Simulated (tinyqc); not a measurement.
## Threshold-voltage variability of a planar MOSFET, analytic estimates: effect of the gate width

Three independent sources add in quadrature: random dopants in the depleted layer, metal-gate grains of two orientations, and roughness of the two gate edges acting through the roll-off VT = VT(long) - Vr exp(-L/l). These are first-order estimates: no three-dimensional electrostatics, no percolation.

ni = sqrt(Nc Nv) exp(-Eg/(2 Vt)), Eg in volts; Cox = 3.9 eps0/ti; Wd = sqrt(4 eps0 eps_r Vt ln(Na/ni)/(q Na)); dopants: s1 = (q/Cox) sqrt(Na Wd/(3 L W)). Grains: Ng = L W/G^2 (at least 1), s2 = dW sqrt(p (1 - p)/Ng). Edges, with exponential correlation and u = W/La: the mean gate length has sL^2 = 2 De^2 (2/u)[1 - (1 - exp(-u))/u]; s3 = sL (Vr/l) exp(-L/l). s = sqrt(s1^2 + s2^2 + s3^2). l and Vr are held fixed.

Inputs (values chosen for the exercise); material values close to those of silicon:

| symbol | value | unit | meaning |
|---|---|---|---|
| T | 350 | K | temperature |
| Eg | 1.11 | eV | band gap |
| eps_r | 11.5 |  | relative permittivity of the semiconductor |
| Nc | 3.49e19 | cm^-3 | conduction-band density of states at T |
| Nv | 3.31e19 | cm^-3 | valence-band density of states at T |
| Na | 8.6e17 | cm^-3 | channel doping |
| ti | 2.6 | nm | oxide-equivalent thickness in inversion |
| L | 45 | nm | gate length |
| G | 7 | nm | metal grain size |
| dW | 0.3 | eV | work-function difference of the two grain orientations |
| p | 0.3 |  | share of the orientation of higher work function |
| De | 1.9 | nm | rms roughness of one gate edge |
| La | 30 | nm | correlation length of the roughness |
| l | 9.2 | nm | decay length of the threshold roll-off |
| Vr | 2.2 | V | prefactor of the roll-off |

Constants: q = 1.602176634e-19 C, kB = 1.380649e-23 J/K, Vt = kB T/q, eps0 = 8.8541878128e-14 F/cm where lengths are in cm. Results are converted to the units shown.

Effect of the gate width:

| W (nm) | s1 (mV) | s2 (mV) | s3 (mV) | s (mV) | s sqrt(L W) (mV um) |
|---|---|---|---|---|---|
| 18 | 43.198 | 33.813 | 4.3885 | 55.033 | 1.5663 |
| 29 | 34.033 | 26.639 | 4.1596 | 43.419 | 1.5685 |
| 48 | 26.453 | 20.706 | 3.8202 | 33.810 | 1.5713 |
| 77 | 20.886 | 16.348 | 3.4093 | 26.742 | 1.5741 |
| 130 | 16.074 | 12.582 | 2.8815 | 20.615 | 1.5768 |
| 200 | 12.959 | 10.144 | 2.4376 | 16.637 | 1.5783 |
| 330 | 10.089 | 7.8971 | 1.9623 | 12.961 | 1.5795 |
| 540 | 7.8868 | 6.1734 | 1.5635 | 10.137 | 1.5802 |

What does the comparison show?

As W goes from 18 to 540 nm, s falls from 55.0 to 10.1 mV. The dopants are the largest source in the first and the last row. The product s sqrt(L W) rises from 1.57 to 1.58 mV um: s1 and s2 go as 1/sqrt(L W), so the change comes from s3 alone.

tinyqc, about 0.01 s, one thread, Intel Xeon 2.30GHz (shared host): `OMP_NUM_THREADS=1 python tinyqc.py 2090117 2090118 out.jsonl`
